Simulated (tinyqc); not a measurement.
Inside a calculation. Method: CIS on RHF in the sto-3g basis, frozen core, for BeH2, spin multiplicity 1. One step of it, computed by the program tinyqc.

Problem. CIS matrix, triplets. A(ia,jb) = (e_a - e_i) d_ij d_ab - (ij|ab).

orbital energies (hartree): MO1 -4.523731, MO2 -0.444098, MO3 -0.404646, MO4 0.213227, MO5 0.213227, MO6 0.423691, MO7 0.850624

Two-electron integrals over orbitals (pq|rs), unique and non-zero (hartree); the lowest 1 orbital is frozen and left out:
```
(22|22) 0.398490    (32|22) -0.037737   (32|32) 0.154854    (33|22) 0.394823
(33|32) 0.031205    (33|33) 0.432685    (42|42) 0.048215    (43|42) 0.003565
(43|43) 0.014230    (44|22) 0.363656    (44|32) -0.000107   (44|33) 0.348883
(44|44) 0.449859    (52|52) 0.048215    (53|52) 0.003565    (53|53) 0.014230
(54|54) 0.024249    (55|22) 0.363656    (55|32) -0.000107   (55|33) 0.348883
(55|44) 0.401360    (55|55) 0.449859    (62|22) -0.023077   (62|32) 0.011306
(62|33) -0.042243   (62|44) 0.057227    (62|55) 0.057227    (62|62) 0.078579
(63|22) 0.019088    (63|32) -0.090356   (63|33) -0.024978   (63|44) 0.009874
(63|55) 0.009874    (63|62) 0.003997    (63|63) 0.085341    (64|42) 0.046791
(64|43) 0.005585    (64|64) 0.050428    (65|52) 0.046791    (65|53) 0.005585
(65|65) 0.050428    (66|22) 0.387961    (66|32) 0.006266    (66|33) 0.402164
(66|44) 0.362321    (66|55) 0.362321    (66|62) -0.031135   (66|63) -0.009048
(66|66) 0.405714    (72|22) 0.011352    (72|32) -0.041669   (72|33) -0.004756
(72|44) -0.007661   (72|55) -0.007661   (72|62) -0.015399   (72|63) 0.059726
(72|66) 0.001305    (72|72) 0.057935    (73|22) -0.002859   (73|32) 0.000517
(73|33) -0.018965   (73|44) 0.062957    (73|55) 0.062957    (73|62) 0.073153
(73|63) 0.015268    (73|66) -0.023526   (73|72) -0.006579   (73|73) 0.082943
(74|42) -0.003196   (74|43) 0.013332    (74|64) -0.001216   (74|74) 0.016766
(75|52) -0.003196   (75|53) 0.013332    (75|65) -0.001216   (75|75) 0.016766
(76|22) -0.031288   (76|32) 0.138077    (76|33) 0.031409    (76|44) -0.000417
(76|55) -0.000417   (76|62) 0.008900    (76|63) -0.093050   (76|66) 0.008291
(76|72) -0.052644   (76|73) -0.001576   (76|76) 0.138767    (77|22) 0.420431
(77|32) -0.011302   (77|33) 0.433729    (77|44) 0.386435    (77|55) 0.386435
(77|62) -0.030277   (77|63) 0.003823    (77|66) 0.426417    (77|72) 0.006666
(77|73) -0.004790   (77|76) -0.007678   (77|77) 0.476899
```

Give: CIS matrix A, triplet.

Solution.

CIS matrix A, triplet (hartree), lower triangle:
```
        2>4     2>5      2>6      2>7     3>4     3>5      3>6     3>7
2>4  0.2937
2>5  0.0000  0.2937
2>6  0.0000  0.0000   0.4798
2>7  0.0000  0.0000   0.0313   0.8743
3>4  0.0001  0.0000   0.0000   0.0000  0.2690
3>5  0.0000  0.0001   0.0000   0.0000  0.0000  0.2690
3>6  0.0000  0.0000  -0.0063  -0.1381  0.0000  0.0000   0.4262
3>7  0.0000  0.0000  -0.1381   0.0113  0.0000  0.0000  -0.0314  0.8215
```
